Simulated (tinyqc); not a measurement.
Propagation of a band-gap error through k.p and effective-mass formulas: one step. A scissor shift and what it does not mend. Two cases, with inputs chosen for the exercise.

Question. A rigid shift D = Eg - Eg2 of the conduction band restores the gap but leaves the curvature, so the mass stays me(Eg2); redoing the sum 1/m = 1 + Ep (E + 2 Dso/3)/(E (E + Dso)) with E = Eg and the same Ep gives another mass. For optics, eps2 at the edge goes as |p|^2/E^2: a rigid shift keeps the dipole elements p/E, while shifting the energies under unchanged p scales eps2 by (Eg2/Eg)^2.

Give: shift D; mass under a rigid shift; mass from the sum with the corrected gap; factor on eps2 if p is left unscaled.

Case 1.

Values chosen (reference values near those of GaAs, gap at low temperature; the results hold for these values, not for the real material):
- Eg = 1.513 eV (gap at Gamma to the s-like level)
- Eg2 = 0.893 eV (a wrong gap, of the size a semi-local functional can give)
- Dso = 0.341 eV (spin-orbit splitting)
- Ep = 26.1 eV (Kane energy)

Answer.

shift D = 0.620 eV
mass under a rigid shift = 0.0363 m0
mass from the sum with the corrected gap = 0.0582 m0
factor on eps2 if p is left unscaled = 0.348

The rigid shift leaves the mass off by a factor of 0.62. The mass from the corrected gap is the reference me(Eg) here, because the exercise keeps Ep fixed; a real correction of the gap depends on k and changes Ep as well.

Case 2.

Values chosen (reference values near those of InP, gap at low temperature; the results hold for these values, not for the real material):
- Eg = 1.438 eV (gap at Gamma to the s-like level)
- Eg2 = 0.618 eV (a wrong gap, of the size a semi-local functional can give)
- Dso = 0.11 eV (spin-orbit splitting)
- Ep = 20.8 eV (Kane energy)

Answer.

shift D = 0.820 eV
mass under a rigid shift = 0.0303 m0
mass from the sum with the corrected gap = 0.0661 m0
factor on eps2 if p is left unscaled = 0.185

The rigid shift leaves the mass off by a factor of 0.46. The mass from the corrected gap is the reference me(Eg) here, because the exercise keeps Ep fixed; a real correction of the gap depends on k and changes Ep as well.

Computed by tinyqc, one run a case: `OMP_NUM_THREADS=1 python tinyqc.py N N+1 out.jsonl` with N = 1880895, 1881214; one thread of a shared Intel(R) Xeon(R) Processor @ 2.30GHz, about 0.01 s a run at most.
